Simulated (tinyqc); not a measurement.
CMOS latch-up, two-transistor model: effect of the substrate resistance shunting the npn.

A parasitic pnp (emitter at Vdd, base shunted by Rw) and npn (emitter at ground, base shunted by Rs) feed each other: the npn collector current flows out of the pnp base node, the pnp collector current into the npn base node. Forward-active transistors with constant gains: Icn = Isn exp(Vn/Vt), Icp = Isp (exp(Vp/Vt) - 1). A current Ii is injected into the npn base node.

Node equations: Vp/Rw + Icp/bp = Icn and Vn/Rs + Icn/bn = Icp + Ii. Loop gain G = gn gp/[(1/Rw + gp/bp)(1/Rs + gn/bn)], gn = Icn/Vt, gp = (Icp + Isp)/Vt; the off state ends where G = 1, and Ii there is the trigger current. On state with both base-emitter voltages at Von: npn base current Ib = (Von/Rs + bp Von/Rw)/(bn bp - 1), holding current Ih = (bn + 1) Ib + Von/Rs, holding voltage Vh = Vsat + Von + R2 (Ib + Von/Rs).

Parameters, values chosen for the exercise; values close to those of bulk CMOS:

| symbol | value | unit | meaning |
|---|---|---|---|
| T | 293 | K | temperature |
| bn | 20.7 |  | current gain of the npn |
| bp | 0.7 |  | current gain of the pnp |
| Isn | 2.6e-15 | A | saturation current of the npn at T |
| Isp | 1.4e-15 | A | saturation current of the pnp at T |
| Rw | 2100 | ohm | well resistance shunting the pnp |
| R2 | 22 | ohm | resistance from the pnp collector to the npn base |
| Von | 0.69 | V | base-emitter voltage in the on state |
| Vsat | 0.18 | V | saturation voltage |
| Vdd | 2.5 | V | supply voltage |

Constants: q = 1.602176634e-19 C, kB = 1.380649e-23 J/K, Vt = kB T/q. Results are converted to the units shown.

Results:
```
Rs (ohm)  Vn at trigger (V)  trigger current (mA)  Ih (mA)  Vh (V)
21                   0.6892                 31.84    86.08   1.647
41                   0.6726                 16.00    44.27   1.268
78                   0.6573                 8.298    23.45   1.079
290                  0.6417                 2.218    6.577  0.9266
560                  0.6401                 1.152    3.584  0.8995
1100                 0.6392                0.5914    2.006  0.8852
2100                 0.6386                0.3148    1.227  0.8781
```

Estimate the missing row, Rs = 150 ohm.

Computed row:
```
Rs (ohm)  Vn at trigger (V)  trigger current (mA)  Ih (mA)  Vh (V)
150                  0.6457                 4.289    12.37  0.9791
```

With this row back in the table: As Rs goes from 21 to 2100 ohm, the trigger current falls from 31.8 to 0.315 mA, Ih falls from 86.1 to 1.23 mA and Vh falls from 1.65 to 0.878 V. Vh exceeds the supply Vdd = 2.5 V, which then cannot sustain a latched state, in 0 of the 8 rows. The trigger current goes as Rs^(-1.00): most of it flows through the shunt. For Rs = 21 the holding current passes 50 mA, where high injection lowers the gains.

Program tinyqc, `OMP_NUM_THREADS=1 python tinyqc.py 2670068 2670069 out.jsonl`; Intel Xeon 2.30GHz, shared host, one thread, about 0.04 s.
